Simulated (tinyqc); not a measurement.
# Field, mass and barrier from the scaled variables

Inverse problem. A barrier edge falls as U0 - F x over a width d with F = V/d. With e = (C F^2/m1)^(1/3), C = hbar^2/(2 m0), the Airy arguments at its edges are z1 = (U0 - E)/e and z2 = (U0 - V - E)/e. Find e, m1 and U0.

Inputs (values chosen for the exercise):
```
symbol,value,unit,meaning
E,0.311,eV,electron energy
d,4.6,nm,barrier width
V,0.56,V,voltage across the barrier
```

Constants: q = 1.602176634e-19 C, hbar = 1.054571817e-34 J s, m0 = 9.1093837015e-31 kg, hbar^2/(2 m0) = 0.0380998212 eV nm^2. Results are converted to the units shown.

z1 and z2: [6.4987104, 3.1568575]

Answer. z1 - z2 = V/e gives e, its definition gives m1, and U0 = E + z1 e.

e = 0.168 eV
m1 = 0.120 m0
U0 = 1.40 eV

tinyqc, about 0.01 s, one thread, Intel Xeon 2.30GHz (shared host): `OMP_NUM_THREADS=1 python tinyqc.py 2580129 2580130 out.jsonl`
